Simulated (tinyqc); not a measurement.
Octagonal on-chip spiral inductor, lumped pi model: two steps of the calculation.

Outer diameter do = di + 2 n wd + 2 (n - 1) sp, mean da = (do + di)/2, fill p = (do - di)/(do + di), length l = 3.314 n da. L = 2.25 mu0 n^2 da/(1 + 3.55 p), mu0 = 4 pi 1e-7 H/m. Rs = rho l/(wd delta (1 - exp(-th/delta))), delta = sqrt(rho/(pi f mu0)). Cs = n wd^2 eps0 eo/hu across the coil. At each end Cox = l wd eps0 eo/(2 ho) leads to the substrate branch Rsi = 2 rs he/(l wd) in parallel with Csi = l wd eps0 11.7/(2 he). With one end grounded Y = 1/(Rs + i w L) + i w Cs + 1/[1/(i w Cox) + 1/(1/Rsi + i w Csi)], w = 2 pi f; Q = -Im Y/Re Y. Eddy currents in neighbouring turns and in the substrate are left out.

Inputs (values chosen for the exercise); values of the order met in silicon radio-frequency processes:
- n = 6.5 (number of turns)
- wd = 4 um (line width)
- sp = 2 um (space between turns)
- di = 60 um (inner diameter)
- th = 2 um (metal thickness)
- rho = 2.2 uohm cm (metal resistivity)
- ho = 8 um (oxide below the coil)
- hu = 1.3 um (oxide between coil and underpass)
- eo = 3.9 (relative permittivity of the oxide)
- rs = 1000 ohm cm (substrate resistivity)
- he = 80 um (effective spreading depth in the substrate)
- f = 3.8 GHz (frequency)

Constants: eps0 = 8.8541878128e-12 F/m. Results are converted to the units shown.

Problem 1. Geometry and model elements. do, l, L, delta, Rs, Cs, Cox, Rsi and Csi as defined.

Find: do; l; L; delta; Rs; Cs; Cox; Rsi; Csi.

Solution 1.

do = 134.00 um
l = 2089.5 um
L = 4.9222 nH
delta = 1.2110 um
Rs = 11.741 ohm
Cs = 2.7625 fF
Cox = 18.038 fF
Rsi = 1.9144e5 ohm
Csi = 5.4114 fF

Problem 2. Admittance, quality factor and apparent inductance. Series branch 1/(Rs + i w L), substrate branch, total Y, Q = -Im Y/Re Y, apparent inductance Im(1/Y)/w, metal-only value w L/Rs, share of the loss in the substrate Re(substrate branch)/Re Y.

L = 4.9222260 nH
Rs = 11.741316 ohm
Cs = 2.7625066 fF
Cox = 18.038106 fF
Rsi = 1.9143546e5 ohm
Csi = 5.4114319 fF

Give: series branch; substrate branch; Y; Q; apparent inductance; w L/Rs; share of the loss in the substrate.

Solution 2.

series branch = 0.8417-8.4248i mS
substrate branch = 0.003091+0.099416i mS
Y = 0.8448-8.2595i mS
Q = 9.7770
apparent inductance = 5.0184 nH
w L/Rs = 10.009
share of the loss in the substrate = 0.36585 %

Q is 97.7 % of the metal-only value.

Numbers from tinyqc (`OMP_NUM_THREADS=1 python tinyqc.py 2302187 2302188 out.jsonl`; about 0.01 s on one thread of a shared Intel Xeon 2.30GHz).
